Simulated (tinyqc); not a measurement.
Energy and delay of logic against supply voltage: two steps of the calculation.

One expression serves below and above threshold: I(Vg) = Ik [ln(1 + exp((Vg - VT + dd V)/(al nf Vt)))]^al, with I_on = I(V) and I_off = I(0). Gate delay td = kd C V/I_on, clock period LD td. Per gate and cycle the switching energy is act C V^2 and the leakage energy I_off V LD td. No short-circuit current, no variation. Minima are sought above 0.09 V; below a few Vt gates no longer switch and the model has no meaning.

Inputs (values chosen for the exercise); values of the order met in logic technologies:
```
symbol  value  unit                               meaning
T         330     K                           temperature
VT       0.36     V  threshold voltage at zero drain bias
nf       1.24                                slope factor
dd       0.04         barrier lowering per volt of supply
Ik        2.1    uA            specific current of a gate
al       1.34                 exponent of the current law
C         2.3    fF            load capacitance of a gate
kd        0.6                                delay factor
LD         60                                 logic depth
act       0.3                             activity factor
V        0.77     V                        supply voltage
```

Constants: q = 1.602176634e-19 C, kB = 1.380649e-23 J/K, Vt = kB T/q. Results are converted to the units shown.

Task 1. Currents, delay and energies. I_on, I_off, td, clock frequency 1/(LD td), both energies and their sum.

Wanted: I_on; I_off; td; clock frequency; switching energy; leakage energy; energy.

Result 1.

I_on = 41.860 uA
I_off = 0.18512 nA
td = 25.385 ps
clock frequency = 0.65656 GHz
switching energy = 409.10 aJ
leakage energy = 0.21711 aJ
energy = 409.32 aJ

I_on/I_off = 2.26e5; leakage makes up 0.0530 % of the energy.

Task 2. New V. Minimum-energy supply: E(V) is the energy per gate and cycle; with h = 0.001 V, E' = (E(V + h) - E(V - h))/(2 h), E'' = (E(V - h) - 2 E(V) + E(V + h))/h^2, V(new) = V - E'/E''.

V after iteration 2 = 0.18587190 V

Wanted: E'; E''; V after iteration 3.

Result 2.

E' = -0.7998 aJ/V
E'' = 5068 aJ/V^2
V after iteration 3 = 0.1860 V

Program tinyqc, `OMP_NUM_THREADS=1 python tinyqc.py 2082018 2082019 out.jsonl`; Intel Xeon 2.30GHz, shared host, one thread, about 0.01 s.
